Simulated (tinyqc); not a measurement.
Inside a calculation. Model: crystallisation kinetics and data retention of a phase-change cell.

Program tinyqc, `OMP_NUM_THREADS=1 python tinyqc.py 2490149 2490150 out.jsonl`; Intel Xeon 2.30GHz, shared host, one thread, about 0.04 s. Printed values are rounded.

Johnson-Mehl-Avrami-Kolmogorov law X = 1 - exp(-y^n), y = integral of k dt, k = (1/100 s) exp[-(Ec q/kB)(1/T - 1/T1)].

Values chosen for this exercise; values of the order of Ge-Sb-Te and related chalcogenides:
```
symbol  value   unit                                       meaning
Ec       2.99     eV          activation energy of crystallisation
T1        453      K  temperature at which the rate k is 1/(100 s)
n           4                                      Avrami exponent
Xf        0.4         crystalline share at which the state is lost
T         359      K                           storage temperature
b          20  K/min                                  heating rate
Ta        427      K                       start of the ramp table
dT          4      K                             step of the table
m          10                                                steps
```

Constants: q = 1.602176634e-19 C, kB = 1.380649e-23 J/K. Results are converted to the units shown.

Range of the model: One Arrhenius rate is assumed; incubation, growth from the boundary and the non-Arrhenius kinetics of the supercooled liquid are left out.

## Retention

At fixed T the state fails at t = (-ln(1 - Xf))^(1/n)/k; ten years are 3.15576e8 s.

k = 1.94988e-11 1/s
y at failure = 0.845412
time to fail = 4.33572e10 s
the same in years = 1373.91
temperature for ten years = 378.267 K

The cell meets ten years at 359 K.

## A heating ramp

T rises at the rate b. Start with y = k (kB Ta^2/(q Ec))/b, the integral from cold to Ta to leading order; over each step k is taken as exponential in T, so y gains (dT/b)(k2 - k1)/ln(k2/k1). dX/dt = n y^(n - 1) k exp(-y^n), listed as 0 once y^n exceeds 23.

T, point 0 to 10 (K): [427, 431, 435, 439, 443, 447, 451, 455, 459, 463, 467]
k, point 0 to 10 (1/s): [9.42999e-5, 2.00461e-4, 4.20269e-4, 8.69290e-4, 0.00177461, 0.00357679, 0.00712007, 0.0140029, 0.0272166, 0.0522951, 0.0993643]
y, point 0 to 10: [0.00148658, 0.00317584, 0.00673897, 0.0141528, 0.0293755, 0.0602310, 0.121992, 0.244110, 0.482709, 0.943517, 1.82347]
X, point 0 to 10: [4.88381e-12, 1.01727e-10, 2.06241e-9, 4.01210e-8, 7.44635e-7, 1.31607e-5, 2.21450e-4, 0.00354462, 0.0528454, 0.547288, 0.999984]
dX/dt, point 0 to 10 (1/s): [1.23920e-12, 2.56842e-11, 5.14479e-10, 9.85721e-9, 1.79937e-7, 3.12614e-6, 5.16941e-5, 8.11880e-4, 0.0115977, 0.0795413, 3.80633e-5]

Among the points the rate is largest at 463 K, where X = 0.547; the exact peak lies at 463.3 K.
